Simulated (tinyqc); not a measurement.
Strain: hole subbands of a hard-walled well, four-band Luttinger model.

Hole energies are counted downwards from the unstrained band edge, c = hbar^2/2m0. After the usual block transformation one block is H = [[P + Q - Zs, R - i S], [R + i S, P - Q + Zs]] in (heavy, light), with P +/- Q = c [(g1 +/- g2) k^2 + (g1 -/+ 2 g2) kz^2], R = sqrt(3) c gR k^2, S = 2 sqrt(3) c g3 k kz, kz = -i d/dz; axial approximation gR = (g2 + g3)/2. Zs = b (e_par - e_perp) is the shear part of the strain (the hydrostatic part shifts all levels alike and is left out). Basis sqrt(2/L) sin(n pi z/L), n = 1 to N, for each component: kz^2 gives (n pi/L)^2 and the heavy-light block is R delta_nm - 2 sqrt(3) c g3 k D_nm with D_nm = 4 n m/(L (n^2 - m^2)) for n + m odd, 0 otherwise. The other block has the same levels. The split-off band is left out, a severe simplification for a spin-orbit splitting near 0.11 eV.

Constants: hbar^2/2m0 = 3.80998211 eV angstrom^2.

Parameters, chosen for this exercise (near those of InP; the results hold for these values, not for the real material): g1 = 5.07 (Luttinger gamma1); g2 = 1.61 (gamma2); g3 = 2.1 (gamma3); L = 135 angstrom (well width along [001]); Zlist = (-0.0174, -0.0106, -0.0052, -0.0021, 0, 0.0034, 0.0123) eV (shear strain energies (negative: tension in the plane, for b < 0)).

N = 20. dE is the rise of the top subband from k = 0 to k1 = pi/(4L), m1 = c k1^2/dE (dash if dE is not positive), and the heavy weight is taken at k = pi/L.

Top subband:

| Zs (eV) | HH1 (meV) | LH1 (meV) | dE (meV) | heavy weight | m1 (m0) |
|---|---|---|---|---|---|
| -0.0174 | 21.2 | -0.3 | 0.109 | 0.118 | 1.185 |
| -0.0106 | 14.4 | 6.5 | -0.109 | 0.214 | - |
| -0.0052 | 9.0 | 11.9 | 0.573 | 0.361 | 0.225 |
| -0.0021 | 5.9 | 15.0 | 0.661 | 0.485 | 0.195 |
| 0.0000 | 3.8 | 17.1 | 0.680 | 0.581 | 0.190 |
| 0.0034 | 0.4 | 20.5 | 0.701 | 0.730 | 0.184 |
| 0.0123 | -8.5 | 29.4 | 0.734 | 0.917 | 0.176 |

HH1 and LH1 cross at Zs = -2 c g2 (pi/L)^2 = -0.0066 eV; for more negative Zs the light hole is on top. Among the rows with HH1 on top, m1 goes from 0.225 to 0.176 m0 as the splitting widens from 3 to 38 meV, against the unmixed 1/(g1 + g2) = 0.150: compression lightens the holes here. A dash marks a top subband whose hole energy at k1 lies below that at k = 0: an electron-like (negative) mass. m1 describes the neighbourhood of k = 0 only; where HH1 and LH1 lie close, the band may peak further out.

tinyqc: `OMP_NUM_THREADS=1 python tinyqc.py 1251492 1251493 out.jsonl`; about 0.9 s, one thread, shared Intel(R) Xeon(R) Processor @ 2.30GHz.
